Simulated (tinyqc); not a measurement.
# Worked calculation: Zener tunnelling in a reverse-biased junction, two-band WKB

Program tinyqc, `OMP_NUM_THREADS=1 python tinyqc.py 2620116 2620117 out.jsonl`; Intel Xeon 2.30GHz, shared host, one thread, about 0.01 s. Printed values are rounded.

Abrupt p-n junction, depletion approximation. Energies E are counted from the conduction-band edge of the neutral n side; its Fermi level lies at dn, that of the p side at dn - V, and the valence-band edge of the neutral p side at Em = dn + dp - V. Tunnelling needs 0 < E < Em. Two-band dispersion with equal masses m: inside the gap kappa = sqrt(m u (1 - u/Eg)/C), u the distance from a band edge, C = hbar^2/(2 m0).

Inputs (values chosen for the exercise); band and dielectric values close to those of indium arsenide:
- T = 300 K (temperature)
- Eg = 0.345 eV (band gap)
- eps_r = 15.2 (relative permittivity)
- Nc = 8.67e16 cm^-3 (conduction-band density of states at 300 K)
- Nv = 6.73e18 cm^-3 (valence-band density of states at 300 K)
- m = 0.024 m0 (band-edge mass of the two-band model)
- Na = 9.8e18 cm^-3 (acceptor density)
- Nd = 8.7e18 cm^-3 (donor density)
- V = -1 V (bias of the p side)
- nE = 13 (points of the energy grid)

Constants: q = 1.602176634e-19 C, kB = 1.380649e-23 J/K, hbar = 1.054571817e-34 J s, h = 6.62607015e-34 J s, m0 = 9.1093837015e-31 kg, Vt = kB T/q, eps0 = 8.8541878128e-14 F/cm where lengths are in cm, hbar^2/(2 m0) = 0.0380998212 eV nm^2. Results are converted to the units shown.

Range of the model: Parabolic densities of states, no band tails and no gap narrowing, all of which matter at such doping. Where S is below about 4 the WKB prefactor of 1 is a rough guess.

## Fermi levels and built-in voltage

Nd = Nc F12(dn/Vt), Na = Nv F12(dp/Vt), F12(x) = (2/sqrt(pi)) int_0^infinity sqrt(u)/(1 + exp(u - x)) du; dn = EF - Ec on the n side, dp = Ev - EF on the p side (negative outside the bands); Vbi = Eg + dn + dp.

dn = 0.674103 eV
dp = 0.0227648 eV
Vbi = 1.04187 V

Boltzmann statistics would give dn = 0.119 eV and dp = 0.00972 eV. At zero bias the bands of the two sides overlap by dn + dp.

## Width, field and exponent

W = sqrt(2 eps0 eps_r (Vbi - V)(1/Na + 1/Nd)/q), mean field F = (Vbi - V)/W, peak field 2 F. In a uniform field F the exponent is S = pi sqrt(m/C) Eg^1.5/(4 F). Transverse energy Et = C kt^2/m raises it to S (1 + 4 Et/Eg), so T = exp(-S) exp(-Et/Eb) with Eb = Eg/(4 S). KJ = (2 q^2/h) m/(4 pi C) (times 1e14 for A/cm^2 per eV^2).

W = 27.2824 nm
mean field = 0.748419 MV/cm
S = 1.68779
exp(-S) = 0.184928
Eb = 51.1024 meV
tunnelling length Eg/F = 4.60972 nm

## Current density on a coarse grid

J = KJ exp(-S) Eb times the integral from 0 to Em of [f(E - dn) - f(E - dn + V)] [1 - exp(-min(E, Em - E)/Eb)] dE, f(x) = 1/(1 + exp(x/Vt)), with S and Eb from the mean field; J > 0 flows from p to n. KJ = (2 q^2/h) m/(4 pi C) (times 1e14 for A/cm^2 per eV^2). Simpson's rule on nE equally spaced points from 0 to Em.

| point | E (eV) | difference of the f | transverse factor |
|---|---|---|---|
| 0 | 0.00000 | 0.00000 | 0.00000 |
| 1 | 0.14141 | 0.00000 | 0.93716 |
| 2 | 0.28281 | 0.00000 | 0.99605 |
| 3 | 0.42422 | -0.00006 | 0.99975 |
| 4 | 0.56562 | -0.01483 | 0.99998 |
| 5 | 0.70703 | -0.78136 | 1.00000 |
| 6 | 0.84843 | -0.99882 | 1.00000 |
| 7 | 0.98984 | -1.00000 | 1.00000 |
| 8 | 1.13125 | -1.00000 | 0.99998 |
| 9 | 1.27265 | -1.00000 | 0.99975 |
| 10 | 1.41406 | -0.99996 | 0.99605 |
| 11 | 1.55546 | -0.98994 | 0.93716 |
| 12 | 1.69687 | -0.29306 | 0.00000 |

integral = -0.982999 eV
KJ = 3.88395e8 A/(cm^2 eV^2)
J = -3.60803e6 A/cm^2

A converged quadrature gives -3.517e6 A/cm^2; this grid is 2.6 % above that in size.
